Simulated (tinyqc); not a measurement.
Size effects in the resistivity of thin metal films and interconnect lines: one step, computed by the program tinyqc.

Electrons lose their drift at surfaces (a share 1 - p of the hits) and at grain boundaries (reflection R), besides bulk scattering. The line sits in a trench with a non-conducting liner on both walls and the bottom; the spacing equals the drawn width.

Task: Metal cross-section. Metal width w_m = w - 2t, height h_m = (aspect ratio) w - t, grain size D = (ratio) w_m.

Inputs (values chosen for the exercise, modelled on nickel):
```
quantity,value,unit
drawn line width w,8.7,nm
grain size over metal width,2.7,-
aspect ratio (height over width),2.7,-
liner thickness t,0.7,nm
```

Geometry: line.

Give: metal width w_m; metal height h_m; grain size D; share of the trench filled by metal.

Result:

metal width w_m = 7.3 nm

metal height h_m = 22.79 nm

grain size D = 19.71 nm

share of the trench filled by metal = 81.408 %
